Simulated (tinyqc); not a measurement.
Binding against well width: donor or exciton in a quantum well (variational effective-mass method). Computed by tinyqc, a small Python program. Command: `OMP_NUM_THREADS=1 python tinyqc.py 3011481 3011482 out.jsonl welldonor walk`. One thread of a shared host (Intel(R) Xeon(R) Processor @ 2.30GHz), about 0.04 s of CPU time with the checks.

H = -nabla^2 - 2/|r - r_i| + V(z) in effective units; trial function psi = f(z) exp(-|r - r_i|/lambda), f the ground state of the well. Mass and screening are the same in well and barrier; l = L/a* is the width in effective units. Bands are flat: no polarisation or applied field.

Inputs (values chosen for the exercise, for a model semiconductor):
```
quantity                               value  unit
electron mass m                       0.0559   m_0
dielectric constant eps                 12.8     -
well width L                              15    nm
donor position z_i/L from the centre     0.1     -
```

Centre: donor. Barriers: infinite.

Constants: Ry = 13.605693123 eV; a_0 = 0.529177210903 angstrom; hbar^2/(2 m_0) = 3.80998212 eV angstrom^2.

Method:
- Ry* = Ry m/eps^2, a* = a_0 eps/m; l = L/a*.
- k = pi/l; f = cos(k z) inside and zero outside; subband energy k^2 Ry*.
- Binding E_b(lambda) = -1/lambda^2 + 4 A/(lambda B), with A = int f^2 exp(-2 s/lambda) dz, B = int f^2 exp(-2 s/lambda)(1 + 2 s/lambda) dz and s = |z - z_i|; 40 Gauss-Legendre points on each piece between the walls at z = -l/2 and l/2 and z_i.
- Each row maximises over lambda (golden section, 0.3 to 4).

a* = 12.1171 nm

Ry* = 4.64208 meV

Against width:
```
L (nm)  lambda (a*)  binding (Ry*)  binding (meV)
1.2          0.5586         3.5639         16.544
2.2          0.5987         3.3007         15.322
4.5          0.6729         2.8757         13.349
8.2          0.7613         2.4531         11.388
15.0         0.8707         2.0178          9.367
27.0         0.9788         1.6352          7.591
48.0         1.0478         1.3395          6.218
```

What does the comparison show, and why?

The binding is largest in the narrowest well, 3.564 Ry* at 1.2 nm, on the way to 4. In the widest well it is 1.340 Ry*. In the narrow rows the confinement energy passes real barrier heights: infinite walls and a parabolic band fail, and with real barriers the binding peaks and falls.

Extremes, crossings and ranges named in words are read from the listed rows.
